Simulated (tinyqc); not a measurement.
# Short-channel transistor, virtual-source model with series resistance: two studies

The current per gate width is the charge at the top of the source barrier (the virtual source) times its velocity times a saturation function; al and be are fitting constants of the model. Units: I in uA/um, Rs in ohm um, so I Rs = 1e-6 I Rs in volts; Q in uC/cm^2, so I = 1e-4 Q vx0 Fsat with vx0 in cm/s.

Parameters, values chosen for the exercise:
```
symbol,value,unit,meaning
T,250,K,temperature
Cinv,2.92,uF/cm^2,inversion capacitance
vx0,1.01e7,cm/s,velocity at the virtual source
mu,600,cm^2/(V s),apparent mobility
L,90,nm,channel length
VT0,0.43,V,threshold at zero drain voltage
dl,0.078,V/V,drain-induced barrier lowering
n0,1.26,,subthreshold factor
nd,0,1/V,growth of n with drain voltage
al,3.5,,threshold shift (in units of Vt) from weak to strong inversion
be,2,,sharpness of saturation
Rs,150,ohm um,series resistance of each contact
```

Constants: q = 1.602176634e-19 C, kB = 1.380649e-23 J/K, Vt = kB T/q. Results are converted to the units shown.

Each table varies one quantity; the others keep the values above.

## Effect of the channel length on the on and off currents

Intrinsic voltages Vg' = Vgs - I Rs, Vd' = Vds - 2 I Rs. n = n0 + nd Vd', VT = VT0 - dl Vd', Ff = 1/(1 + exp((Vg' - VT + al Vt/2)/(al Vt))), Q = Cinv n Vt ln(1 + exp((Vg' - VT + al Vt Ff)/(n Vt))), Vdsat = (vx0 L/mu)(1 - Ff) + Vt Ff, Fsat = u/(1 + u^be)^(1/be) with u = Vd'/Vdsat, and I = Q vx0 Fsat per width. I is solved self-consistently. Ion is I at Vgs = Vds = 0.7 V, Ioff at Vgs = 0, Vds = 0.7 V, and Rlin = Vds/I at Vgs = 0.7 V, Vds = 0.05 V. mu, vx0, VT0, dl and n0 are held fixed.

Results:

| L (nm) | Ion (uA/um) | Ioff (nA/um) | log10(Ion/Ioff) | Rlin (ohm um) |
|---|---|---|---|---|
| 10 | 638.23 | 1.2299 | 5.7151 | 323.61 |
| 15 | 637.95 | 1.2299 | 5.7149 | 334.90 |
| 24 | 637.17 | 1.2299 | 5.7144 | 355.00 |
| 55 | 631.92 | 1.2299 | 5.7108 | 422.71 |
| 85 | 623.41 | 1.2298 | 5.7049 | 486.87 |
| 130 | 605.72 | 1.2298 | 5.6924 | 581.75 |
| 200 | 571.17 | 1.2297 | 5.6670 | 727.62 |

Estimate the missing row, L = 36 nm.

Computed row:

| L (nm) | Ion (uA/um) | Ioff (nA/um) | log10(Ion/Ioff) | Rlin (ohm um) |
|---|---|---|---|---|
| 36 | 635.60 | 1.2299 | 5.7133 | 381.45 |

With this row back in the table: As L goes from 10 to 200 nm, Ion falls from 638 to 571 uA/um, Ioff stays near 1.23 nA/um and Rlin rises from 324 to 728 ohm um. Ion changes by a factor of 0.895 and Ioff by 1.00. Below threshold Vdsat is near Vt, so L and mu hardly reach the off current. At L = 200 nm the channel is long for this model, whose fixed vx0 belongs to short devices.

## Transfer curves at low and high drain voltage

Same model as above.

Columns for Vds = 0.05 V and 0.7 V; gm = dI/dVgs at 0.7 V.

Result of one run:

| Vgs (V) | I, low Vds (uA/um) | I, high Vds (uA/um) | gm (uS/um) |
|---|---|---|---|
| 0.17 | 0.07731 | 0.5042 | 16.83 |

What becomes of these results when the gate voltage Vgs is changed from 0.17 to 0 V, all else the same?

Result of the changed run:

| Vgs (V) | I, low Vds (uA/um) | I, high Vds (uA/um) | gm (uS/um) |
|---|---|---|---|
| 0 | 1.763e-4 | 0.001230 | 0.04480 |

The whole series:

| Vgs (V) | I, low Vds (uA/um) | I, high Vds (uA/um) | gm (uS/um) |
|---|---|---|---|
| 0 | 1.763e-4 | 0.001230 | 0.04480 |
| 0.09 | 0.004622 | 0.03159 | 1.123 |
| 0.17 | 0.07731 | 0.5042 | 16.83 |
| 0.26 | 1.389 | 8.032 | 218.5 |
| 0.35 | 12.43 | 57.61 | 942.8 |
| 0.44 | 40.55 | 171.3 | 1506 |
| 0.52 | 64.97 | 300.9 | 1705 |
| 0.61 | 85.55 | 459.0 | 1792 |
| 0.7 | 100.5 | 621.7 | 1817 |

At Vds = 0.7 V the current spans 5.7 decades, from 0.00123 to 622 uA/um. Between the first two rows the swing is 63.8 mV a decade, against n Vt ln 10 = 62.5. At Vgs = 0 the higher drain voltage raises the current by a factor of 6.98, at Vgs = 0.7 V by 6.19. The transconductance rises from 0.0448 to 1820 uS/um; Cinv vx0, its value in strong inversion and saturation without series resistance, is 2950 uS/um.

Numbers from tinyqc (`OMP_NUM_THREADS=1 python tinyqc.py 2380061 2380062 out.jsonl`; about 0.01 s on one thread of a shared Intel Xeon 2.30GHz).
